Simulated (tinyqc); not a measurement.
Inside a calculation. Model: BCS gap equation with a constant attraction inside the Debye window. Computed by tinyqc, a small Python program that keeps every step. Command: `OMP_NUM_THREADS=1 python tinyqc.py 3007825 3007826 out.jsonl bcs walk`. One thread of a shared host (Intel(R) Xeon(R) Processor @ 2.30GHz), about 0.01 s of CPU time with the checks. Intermediate numbers are printed to about 7 digits and carried at full precision; extremes and crossings named in words are read from the listed rows.

Pairs attract with strength V for |xi| < k_B Theta; N(0) is the density of states for one spin. Energies are given as temperatures (E/k_B, in K) unless marked.

Inputs (values chosen for the exercise, for a model metal): coupling N(0)V = 0.332; Debye temperature Theta = 194 K; temperature T = 8.32 K; Fermi velocity v_F = 590000 m/s; electron density n = 4.28 1e28/m^3; mean free path l = 22 nm; junction resistance R_n = 0.38 kilo-ohm.

Solver: secant.

Constants: k_B = 8.617333262e-05 eV/K; hbar = 1.054571817e-34 J s; k_B = 1.380649e-23 J/K; m_0 = 9.1093837015e-31 kg; eps_0 = 8.8541878128e-12 F/m; c = 299792458 m/s; e = 1.602176634e-19 C; h = 6.62607015e-34 J s.

## Gap at zero temperature

At T = 0 the gap equation 1/(N(0)V) = int_0^Theta d xi/sqrt(xi^2 + Delta^2) has the integral arcsinh(Theta/Delta), so Delta_0 = Theta/sinh(1/(N(0)V)); weak coupling gives 2 Theta exp(-1/(N(0)V)).

Delta_0 = 19.13233 K

weak-coupling Delta_0 = 19.08604 K

Delta_0 in meV = 1.648697 meV

## Critical temperature

Gap equation: 1/(N(0)V) = I(Delta, T) = int_0^Theta tanh(E/2T)/E d xi, E = sqrt(xi^2 + Delta^2); 64 Gauss-Legendre points in y with xi = max(Delta, T) sinh(y). T_c solves I(0, T_c) = 1/(N(0)V); the weak-coupling form is T_c = (2 e^C/pi) Theta exp(-1/(N(0)V)) with Euler's C = 0.5772157, and 2 Delta_0/T_c then tends to 2 pi e^-C = 3.528.

T_c = 10.82050 K

weak-coupling T_c = 10.82050 K

2 Delta_0/T_c = 3.536311

T_c/Theta = 0.0558; the ratio lies +0.24 % from 3.528, so the universal weak-coupling laws hold.

## One evaluation of the gap equation

Take Delta = Delta_0 as the trial; the fixed-point update is Delta(new) = N(0)V Delta I(Delta, T).

I(Delta_0, T) = 2.864286

updated Delta = 18.19376 K

## Gap at temperature T

Residual r = N(0)V I - 1, with Delta_0 = Theta/sinh(1/(N(0)V)). Secant steps in Delta^2, from Delta_0 and 0.9 Delta_0, with Delta^2 kept at or above 1e-6 K^2. Stop when |r| < 1e-9 or after 40 steps.

Iterations:
```
step  Delta (K)     residual r
1      14.03655   3.794170e-03
2      14.44225  -2.623504e-04
3      14.41636  -2.256654e-06
4      14.41614   1.351873e-09
5      14.41614  -6.994405e-15
```

converged (1 yes, 0 no) = 1

Delta(T) = 14.41614 K

Converged in 5 steps: Delta(T)/Delta_0 = 0.7535 at T/T_c = 0.769.

## Lengths and fields

xi_0 = hbar v_F/(pi Delta_0); lambda_L = sqrt(m_0 eps_0 c^2/(n e^2)); N(0) = 3 n/(2 m_0 v_F^2) for one spin; condensation energy N(0) Delta_0^2/2 = B_c^2/(2 mu_0), mu_0 = 1/(eps_0 c^2); with scattering lambda = lambda_L sqrt(1 + xi_0/l) in the local limit (where xi_0 and l both exceed lambda, nonlocal response makes the true depth larger); Ginzburg-Landau kappa = 0.96 lambda_L/xi_0 + 0.72 lambda_L/l. Free-electron mass throughout; heavier carriers, as in niobium or vanadium, give a larger lambda_L and kappa and can make the metal type II.

coherence length xi_0 = 74.97683 nm

London depth lambda_L = 25.68664 nm

critical field B_c(0) = 133.2377 mT

depth with scattering = 53.92994 nm

Ginzburg-Landau kappa = 1.169544

kappa exceeds 1/sqrt(2): type II, and the sample is dirty, l well below xi_0.

## A tunnel junction of this metal

Ambegaokar-Baratoff: I_c R_n = (pi Delta/(2e)) tanh(Delta/2T); Josephson energy E_J = hbar I_c/(2e), given as E_J/h; inductance hbar/(2 e I_c); thermal quasiparticle fraction x = n_qp/(2 N(0) Delta) = sqrt(2 pi T/Delta) exp(-Delta/T), valid for T well below Delta.

I_c R_n = 1365.023 microvolt

critical current I_c = 3592.166 nA

E_J/h = 1784.170 GHz

Josephson inductance = 0.09161770 nH

quasiparticle fraction x = 0.3366831

Caution: T is not small against Delta, so the quasiparticle formula is only a rough guide.

## Gap and superfluid density against temperature

Interpolation tanh(1.74 sqrt(T_c/T - 1)); near T_c, 1.74 sqrt(1 - T/T_c). Clean-limit superfluid fraction 1 - (1/2T) int_0^(40 T) cosh^-2(E/2T) d xi (64 points); two-fluid rule 1 - (T/T_c)^4.

Reduced quantities:
```
T/T_c  Delta/Delta_0  tanh form  square-root form  superfluid fraction  two-fluid rule
0.10       1.0000000  0.9999415          1.650709            0.9999998       0.9999000
0.20       0.9998789  0.9981036          1.556303            0.9988763       0.9984000
0.30       0.9971544  0.9902212          1.455788            0.9820005       0.9919000
0.40       0.9851426  0.9722067          1.347798            0.9286208       0.9744000
0.50       0.9571116  0.9402266          1.230366            0.8352773       0.9375000
0.60       0.9073552  0.8897457          1.100473            0.7083622       0.8704000
0.70       0.8292554  0.8141099          0.953037            0.5556174       0.7599000
0.80       0.7116043  0.7013741          0.778152            0.3835444       0.5904000
0.90       0.5268729  0.5226654          0.550236            0.1971089       0.3439000
0.95       0.3807441  0.3792500          0.389076            0.0996990       0.1854938
0.98       0.2438740  0.2435753          0.246073            0.0401332       0.0776318
```

The tanh form misses the gap by at most about 0.018 (at T/T_c = 0.6); the square-root form is within 3 % only from T/T_c = 0.95. The gap keeps 99 % of Delta_0 up to T/T_c = 0.3, since quasiparticles are exponentially few. The two-fluid rule exceeds the BCS superfluid fraction most, by 0.21, at T/T_c = 0.8.

Checks made by the program: weak-coupling T_c, allowing for terms of order exp(-Theta/T_c) (relative difference 2e-09).
